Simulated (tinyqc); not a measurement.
# Frequency dispersion of an accumulation capacitance by border traps, distributed model: effects of single changes

Traps spread evenly through the insulator exchange electrons with the semiconductor by tunnelling, with tau(x) = t0 exp(2 ka x) at depth x from the interface. The admittance per area Y seen at depth x obeys dY/dx = -Y^2/(i w eps0 eox) + q Nb ln(1 + i w tau)/tau, with Y(0) = i w Cs and w = 2 pi f; the gate sees Y(tox) = G + i w C. Working variable y = Y/(i w), in uF/cm^2. Cox = eps0 eox/tox.

Inputs (values chosen for the exercise); permittivity close to that of hafnium oxide:

| symbol | value | unit | meaning |
|---|---|---|---|
| eox | 19.2 |  | relative permittivity of the insulator |
| tox | 7.4 | nm | insulator thickness |
| Cs | 3.7 | uF/cm^2 | semiconductor capacitance in accumulation |
| Nb | 5.1e18 | cm^-3 eV^-1 | density of border traps |
| ka | 5.4 | 1/nm | decay constant of the wave function in the insulator |
| t0 | 4e-9 | s | time constant of a trap at the interface |
| f | 100 | Hz | frequency |

Constants: q = 1.602176634e-19 C, eps0 = 8.8541878128e-14 F/cm where lengths are in cm. Results are converted to the units shown.

Each table varies one quantity; the others keep the values above.

## Capacitance and loss against frequency

Cox; trap-free value 1/(1/Cox + 1/Cs); response depth d = ln(1/(w t0))/(2 ka), where w tau = 1; lumped estimate: all traps within d act as C_bt = q Nb d placed at d/2, so C = 1/{1/[1/(1/Cs + d/(2 eps0 eox)) + C_bt] + (tox - d/2)/(eps0 eox)}. C and G from a fine integration; dispersion -d C/d log10 f over C, from f times and over 1.1. For a broad spread of time constants G/w is close to -(pi/2) dC/d ln w.

The same in every row: trap-free C (uF/cm^2) = 1.417.

Capacitance and loss against frequency:
```
f (Hz)	d (nm)	C (uF/cm^2)	G/w (uF/cm^2)	dispersion (% a decade)	-(pi/2) dC/d ln w (uF/cm^2)	lumped C (uF/cm^2)
10	1.407	1.441	0.002971	0.3020	0.002970	1.439
100	1.194	1.437	0.002777	0.2832	0.002776	1.435
1000	0.9807	1.433	0.002590	0.2648	0.002589	1.432
10000	0.7675	1.430	0.002410	0.2470	0.002409	1.428
1e5	0.5543	1.426	0.002234	0.2297	0.002235	1.425
1e6	0.3411	1.423	0.002055	0.2129	0.002067	1.422
1e7	0.1279	1.420	0.001775	0.1932	0.001872	1.419
```

What does the table show?

C falls from 1.441 to 1.420 uF/cm^2, towards the trap-free 1.417; each decade of frequency removes ln 10/(2 ka) = 0.213 nm from the response depth. The dispersion falls from 0.302 to 0.193 % a decade and G/w falls from 0.00297 to 0.00177 uF/cm^2. G/w lies between 0.948 and 1.00 times -(pi/2) dC/d ln w, the relation for a broad spread of time constants.

## Effect of the decay constant of the wave function in the insulator

Same model as above.

The same in every row: trap-free C (uF/cm^2) = 1.417.

Results:
```
ka (1/nm)	d (nm)	C (uF/cm^2)	G/w (uF/cm^2)	dispersion (% a decade)	-(pi/2) dC/d ln w (uF/cm^2)	lumped C (uF/cm^2)
2.5	2.579	1.473	0.009257	0.9199	0.009245	1.466
3.2	2.015	1.457	0.006124	0.6157	0.006118	1.452
4.6	1.402	1.442	0.003500	0.3557	0.003498	1.439
5.3	1.216	1.438	0.002852	0.2907	0.002851	1.436
6	1.074	1.435	0.002397	0.2448	0.002396	1.433
6.7	0.9622	1.433	0.002062	0.2109	0.002061	1.431
7.4	0.8712	1.431	0.001806	0.1849	0.001805	1.430
```

Estimate the missing row, ka = 3.9 1/nm.

Computed row:
```
ka (1/nm)	d (nm)	C (uF/cm^2)	G/w (uF/cm^2)	dispersion (% a decade)	-(pi/2) dC/d ln w (uF/cm^2)	lumped C (uF/cm^2)
3.9	1.653	1.447	0.004485	0.4539	0.004482	1.444
```

With this row back in the table: As ka goes from 2.5 to 7.4, C falls from 1.47 to 1.43 uF/cm^2, the dispersion falls from 0.920 to 0.185 % a decade and G/w falls from 0.00926 to 0.00181 uF/cm^2. The lumped estimate is 0.48 % below C in the first row and 0.084 % below it in the last.

Numbers from tinyqc (`OMP_NUM_THREADS=1 python tinyqc.py 2202047 2202048 out.jsonl`; about 0.4 s on one thread of a shared Intel Xeon 2.30GHz).
